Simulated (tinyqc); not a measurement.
Film, cylinder and sphere at the same misfit: thermal stress, cracking, delamination and buckling of a thin film; Griffith cracks and misfitting inclusions. Computed by tinyqc, a small Python program. Command: `OMP_NUM_THREADS=1 python tinyqc.py 3018476 3018477 out.jsonl filmcrack walk`. One thread of a shared host (Intel(R) Xeon(R) Processor @ 2.30GHz), about 0.01 s of CPU time with the checks.

Isotropic linear elasticity; the substrate is much thicker than the film; stress is positive in tension.

Inputs (values chosen for the exercise, modelled on an aluminium film on silicon): film Young's modulus E = 73.2 GPa; film Poisson ratio nu = 0.36; film expansion alpha_f = 23.9 1e-6/K; substrate expansion alpha_s = 3.1 1e-6/K; deposition temperature T_d = 500 K; final temperature T = 300 K; intrinsic stress = -150 MPa; film thickness h = 0.29 micrometre; substrate Young's modulus E_s = 167 GPa; substrate Poisson ratio nu_s = 0.27.

Method. Thermal strain = (alpha_f - alpha_s)(T_d - T); stress = E/(1 - nu) x strain + intrinsic stress; plane-strain modulus Ebar = E/(1 - nu^2); G0 = stress^2 h/(2 Ebar) is the energy freed per area when a long strip loses its stress across its width. Thermal misfit e alone, mean stress = trace/3 and largest difference of principal stresses inside. Film: E e/(1 - nu) in two directions, 0 in the third. Cylinder: s0 = (1 + nu) e/[(1 + nu)(1 - 2 nu)/E + (1 + nu_s)/E_s] twice and s_zz = E e + 2 nu s0. Sphere: e/[(1 - 2 nu)/E + (1 + nu_s)/(2 E_s)] three times.

thermal strain = 0.00416

Stresses inside (MPa):
```
shape         s1      s2      s3    mean  largest difference
film      475.80  475.80    0.00  317.20              475.80
cylinder  441.76  441.76  622.58  502.03              180.82
sphere    545.39  545.39  545.39  545.39                0.00
```

What does the comparison show, and why?

The mean stress in size is 317 MPa in the film, 502 in the cylinder and 545 in the sphere, while the largest difference, twice the largest shear stress, goes from 476 through 181 to 0. In a ductile solid shear can relax by slip and hydrostatic stress cannot, so a confined metal builds up the triaxial stress that opens voids.

Extremes, crossings and ranges named in words are read from the listed rows.
